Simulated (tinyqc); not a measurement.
The decay curve: photoconductance decay in a wafer: bulk and surface recombination modes, and iron detection by pair splitting. Computed by tinyqc, a small Python program. Command: `OMP_NUM_THREADS=1 python tinyqc.py 3112309 3112310 out.jsonl pcd walk`. One thread of a shared host (Intel(R) Xeon(R) Processor @ 2.30GHz), about 0.01 s of CPU time with the checks.

Both faces of the wafer have the same S; injection is low and all coefficients are constant. x runs from -W/2 to W/2.

Inputs (values chosen for the exercise, modelled on p-type silicon): thickness W = 300 micrometre; diffusivity D = 24.4 cm^2/s; bulk lifetime tau_b without iron = 120 microsecond; surface recombination velocity S = 700 cm/s; absorption coefficient alpha = 1500 1/cm.

Method:
- Even modes cos(a x) obey b tan b = S W/(2 D) with b = a W/2, odd modes sin(a x) obey -b cot b = S W/(2 D); each decays at the rate 1/tau_b + D a^2.
- tau_eff is the decay time of the first mode. The surface time is 1/(D a^2) of that mode; shortcuts for it are W/(2 S), W^2/(pi^2 D) and their sum, whose error is sum/surface time - 1.
- Light from one face makes n(x, 0) proportional to exp(-alpha (x + W/2)). Only even modes carry the thickness average: weight c_n = [sin b/b] int n cos(a x) dx / (int cos^2(a x) dx x mean n), with int exp(-alpha (x + W/2)) cos(a x) dx = [alpha cos b (1 - E) + a sin b (1 + E)]/(alpha^2 + a^2), E = exp(-alpha W), and int cos^2 = W/2 + sin(2 b)/(2 a).
- Mean density = sum_n c_n exp(-t/tau_n) over 60 modes; the local decay time is -1/(d ln n/dt).

W^2/(pi^2 D) = 3.73726 microsecond

tau_eff = 20.4026 microsecond

Decay:
```
t / (W^2/(pi^2 D))  t (microsecond)  mean density/start  local decay time (microsecond)
0.02                         0.0747             0.97088                           3.751
0.05                         0.1869             0.94792                           5.610
0.10                         0.3737             0.92177                           7.745
0.20                         0.7475             0.88533                          10.776
0.50                         1.8686             0.81585                          16.460
1.00                         3.7373             0.73762                          19.814
2.00                         7.4745             0.61338                          20.393
```

The local decay time goes from 3.75 to 20.4 microsecond against tau_eff = 20.4. Early on higher modes speed the decay, so a fit must start late.
